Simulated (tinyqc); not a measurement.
Raising U: Hubbard chain of 2 sites, mean field against exact. Computed by the program tinyqc. Collinear unrestricted mean field (the lowest of 40 random starts) against exact diagonalisation.

one-body matrix (hopping and site energies) (eV):
```
,1,2
1,0.0000,-1.6500
2,-1.6500,0.0000
```

electrons, up and down: 1  1

Exact and mean-field results (eV):
```
U,U/t,E exact,E mean field,mean |n_up - n_down|,"double occupancy, exact",first gap in the sector
0.820,0.497,-2.91537,-2.89000,0.000,0.219,2.915
1.650,1.000,-2.57656,-2.47500,0.000,0.189,2.577
3.300,2.000,-2.03951,-1.65000,5.18e-04,0.138,2.040
4.950,3.000,-1.65000,-1.10000,0.745,0.100,1.650
6.600,4.000,-1.36690,-0.82500,0.866,0.073,1.367
13.200,8.000,-0.77902,-0.41250,0.968,0.026,0.779
19.800,12.000,-0.53552,-0.27500,0.986,0.013,0.536
33.000,20.000,-0.32676,-0.16500,0.995,4.85e-03,0.327
```

Estimate the missing row, U = 9.9.

Computed row:
```
U        U/t   E exact  E mean field  mean |n_up - n_down|  double occupancy, exact  first gap in the sector
9.900  6.000  -0.99916      -0.55000                 0.943                    0.042                    0.999
```

In absolute terms mean field is worst at U/t = 3.0, 0.550 eV too high: at small U it is nearly exact, and at large U it misses only exchange-scale energies. For the symmetric dimer the instability lies at U = 2t. Its local moments set in at U/t = 3.0 of those listed, a broken symmetry that the exact state of a finite cluster with equal spins does not have. Relative to the exact energy its error is 0.9 % at the smallest U, 50 % at most and 50 % at the largest. The double occupancy falls from 0.219 to 0.005; at the largest U the first gap is 0.99 times the exchange scale 4t^2/U.
